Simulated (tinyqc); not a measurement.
Oxide trap near a transistor channel: two-state multiphonon kinetics, telegraph noise and bias instability: one step, computed by the program tinyqc.

An n-channel device under positive gate bias. The trap is empty (state 1) or holds an electron (state 2); both states are parabolas of equal curvature, and the electron reservoir is taken at the Fermi level of the channel.

Task: Step height and noise. Charge-sheet step dV = e (t_ox - x)/(eps_ox eps_0 W L); Lorentzian spectrum S(f) = 4 dV^2 tau_0^2/((tau_c + tau_e)(1 + (2 pi f tau_0)^2)); corner 1/(2 pi tau_0); variance dV^2 f_2 (1 - f_2) = dV^2 tau_0/(tau_c + tau_e).

Inputs (values chosen for the exercise, with an insulator like HfO2 on silicon):
```
quantity                         value   unit
insulator constant eps_ox         20.6      -
insulator thickness t_ox           3.6     nm
trap depth x from the interface    0.7     nm
oxide field F                        3  MV/cm
temperature T                      400      K
channel width W                    420     nm
channel length L                   140     nm
frequency f                        100     Hz
```

Parts treated: one trap.

tau_0 = 1.886138e-06 s

capture time tau_c = 1.975383e-04 s

emission time tau_e = 1.904321e-06 s

Constants: e = 1.602176634e-19 C; eps_0 = 8.8541878128e-12 F/m.

Give: threshold step dV; corner frequency; S(f); root-mean-square noise.

Result:

threshold step dV = 0.043323 mV

corner frequency = 84381 Hz

S(f) = 1.3391e-16 V^2/Hz

root-mean-square noise = 0.0042130 mV

f lies below the corner, on the flat part. Random dopants and current percolation, left out here, spread real steps around this value. Caution: a field 1.5 times as high comes near the usual breakdown field of such an insulator.
